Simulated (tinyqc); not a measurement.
Comparisons within one model: density of states of one tight-binding band on the triangular lattice. A value that a table varies takes the place of the one given here.

E(k) = -2 t (cos 2 pi k1 + cos 2 pi k2 + cos 2 pi (k1 + k2)); k in fractions of the reciprocal vectors, mesh k_i = j/N with j = 0 .. N-1. Densities are per cell and per spin, so the band holds one state.

Each cell of the mesh is cut along (i+1, j)-(i, j+1) into two triangles. For corner energies e1 <= e2 <= e3 and eij = ei - ej, the share of the triangle below E is n = (E - e1)^2/(e21 e31) for e1 < E < e2 and n = 1 - (e3 - E)^2/(e31 e32) for e2 < E < e3; its density of states is g = dn/dE.

Gaussian broadening: g(E) = mean over the mesh of exp(-(E - E_k)^2/(2 sigma^2))/(sigma sqrt(2 pi)), n(E) = mean of erfc((E_k - E)/(sigma sqrt 2))/2.

Inputs chosen for the exercise: t = 1.09 eV (nearest hopping); N2 = 24 (mesh points along each axis in this comparison); sigma = 0.218 eV (Gaussian width); E = -1.87 eV (energy at which the density is wanted).

## Three ways to the same curve

N = N2 here; the reference is the linear method with N = 240.

g(E) (1/eV):

| E (eV) | reference | linear triangles | Gaussian, sigma | Gaussian, sigma/4 | reference n(E) |
|---|---|---|---|---|---|
| -5.647 | 0.045 | 0.047 | 0.047 | 0.019 | 0.039 |
| -4.756 | 0.049 | 0.049 | 0.060 | 0.154 | 0.081 |
| -3.864 | 0.054 | 0.054 | 0.068 | 0.034 | 0.127 |
| -2.972 | 0.059 | 0.060 | 0.075 | 0.161 | 0.177 |
| -2.080 | 0.067 | 0.066 | 0.084 | 0.163 | 0.233 |
| -1.188 | 0.077 | 0.076 | 0.079 | 0.019 | 0.296 |
| -0.297 | 0.091 | 0.091 | 0.084 | 0.003 | 0.371 |
| 0.595 | 0.115 | 0.115 | 0.109 | 0.069 | 0.462 |
| 1.487 | 0.168 | 0.165 | 0.182 | 0.142 | 0.584 |
| 2.379 | 0.272 | 0.268 | 0.282 | 0.109 | 0.817 |

What can be read from the table?

Root-mean-square errors against the reference: 0.0016 for linear triangles, 0.0114 for sigma and 0.0848 for sigma/4. The narrow Gaussian is worse than the wide one, because it resolves the separate mesh levels. The reference is highest at 2.379 eV of the energies listed, and half filling lies between 0.595 and 1.487 eV.

## Convergence with the mesh

At the energy E; the plain count is the share of mesh points below E; the reference is the linear method with N = 240.

Results:

| N | points | g linear | n linear | g Gaussian | n Gaussian | n plain count |
|---|---|---|---|---|---|---|
| 4 | 16 | 0.0921 | 0.2151 | 0.2497 | 0.4084 | 0.4375 |
| 6 | 36 | 0.0704 | 0.2344 | 0.0005 | 0.1945 | 0.1944 |
| 8 | 64 | 0.0728 | 0.2411 | 0.0624 | 0.2896 | 0.2969 |
| 12 | 144 | 0.0698 | 0.2443 | 0.0279 | 0.2537 | 0.2569 |
| 16 | 256 | 0.0687 | 0.2453 | 0.0437 | 0.2396 | 0.2383 |
| 24 | 576 | 0.0693 | 0.2462 | 0.0826 | 0.2492 | 0.2622 |
| 48 | 2304 | 0.0688 | 0.2468 | 0.0684 | 0.2472 | 0.2530 |

reference n and g: 0.2469  0.0686

What does this show?

The linear n(E) stays within 0.002 of the reference from N = 16 on. The Gaussian g still moves by more than 1 % between the last two meshes. At the last mesh it lies 0.000 1/eV from the reference g and the linear g 0.000. The plain count errs by +0.0061 at the last mesh.

## Critical points

The gradient vanishes at these points by symmetry; the signs of the eigenvalues of the second-derivative matrix give the type.

Critical points:

| point | k | E (eV) | positive | negative | type |
|---|---|---|---|---|---|
| Gamma | (0, 0) | -6.5400 | 2 | 0 | minimum |
| M | (0.5, 0) | 2.1800 | 1 | 1 | saddle |
| K | (0.3333, 0.3333) | 3.2700 | 0 | 2 | maximum |

What does this show?

Gamma is a minimum at -6.540 eV: g has a step there. M is a saddle at 2.180 eV: g diverges logarithmically there. K is a maximum at 3.270 eV: g has a step there.

## What moves the count of states

Linear method and Gaussian sum with N = 48. Each row changes one parameter from the base and keeps the others.

Results:

| case | n linear | g linear (1/eV) | n Gaussian | g Gaussian (1/eV) |
|---|---|---|---|---|
| base | 0.2468 | 0.0688 | 0.2472 | 0.0684 |
| t = 1.199 eV | 0.2586 | 0.0640 | 0.2589 | 0.0633 |
| E = -1.761 eV | 0.2543 | 0.0698 | 0.2547 | 0.0690 |
| sigma = 0.436 eV | 0.2468 | 0.0688 | 0.2479 | 0.0690 |

What does this show?

The largest shifts from the base row, up to three for each result and ties (the steps differ in size, so this ranks the rows, not the parameters). n linear: t +0.0118, E +0.0076; unchanged at the printed digits by sigma. g linear (1/eV): t -0.0048, E +0.0010; unchanged at the printed digits by sigma. n Gaussian: t +0.0116, E +0.0075, sigma +0.0007. g Gaussian (1/eV): t -0.0051, E +0.0007, sigma +0.0006.

Run: tinyqc, `OMP_NUM_THREADS=1 python tinyqc.py 1681904 1681905 out.jsonl`; Intel(R) Xeon(R) Processor @ 2.30GHz, one thread, shared host; about 0.09 s of CPU time with all checks.
